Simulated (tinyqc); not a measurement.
# Permittivity of the insulator from five potentials

Inverse problem. A node lies on a semiconductor-insulator interface. Steps: hs = tb/1 down into the semiconductor, ho = tox/1 up into the insulator, hy = L/4 sideways. The flux balance of its box reads eox (hy/ho)(above - node) + eps_r (hy/hs)(below - node) + [(eps_r hs + eox ho)/(2 hy)](left + right - 2 node) - q Na (hs/2) hy/eps0 = 0. Find eox.

Inputs (values chosen for the exercise); semiconductor permittivity close to that of silicon: relative permittivity of the semiconductor eps_r = 11.9; half the body thickness tb = 6 nm; insulator thickness tox = 3.2 nm; channel length L = 48 nm; acceptor density of the depleted body Na = 8.7e17 cm^-3.

Constants: q = 1.602176634e-19 C, eps0 = 8.8541878128e-14 F/cm where lengths are in cm. Results are converted to the units shown.

psi (V): node -0.040345783, above -0.12, below -0.0015284803, left 0.57, right -0.092316140

Answer. The balance is linear in eox.

eox = 9.00

Numbers from tinyqc (`OMP_NUM_THREADS=1 python tinyqc.py 2480121 2480122 out.jsonl`; about 0.1 s on one thread of a shared Intel Xeon 2.30GHz).
